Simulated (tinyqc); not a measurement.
Mobility and doping from two currents.

Question. A trap-free film with injecting contacts is fitted, with diffusion neglected, by J = q mu N V/Lf + (9/8) eps0 eps_r mu V^2/Lf^3. Find mu, N and the voltage at which both terms are equal.

Values chosen for this exercise:
- eps_r = 11.7 (relative permittivity)
- Lf = 1800 nm (film thickness)

Constants: q = 1.602176634e-19 C, eps0 = 8.8541878128e-14 F/cm where lengths are in cm. Results are converted to the units shown.

J at 2.1 and 9 V (A/cm^2): [0.26788863, 1.9671342]

Solution. J/V is a straight line in V: the slope gives mu and the intercept mu N.

mu = 0.06600 cm^2/(V s)
N = 1.700e15 cm^-3
crossover voltage = 7.572 V

Numbers from tinyqc (`OMP_NUM_THREADS=1 python tinyqc.py 2730144 2730145 out.jsonl`; about 3 s on one thread of a shared Intel Xeon 2.30GHz).
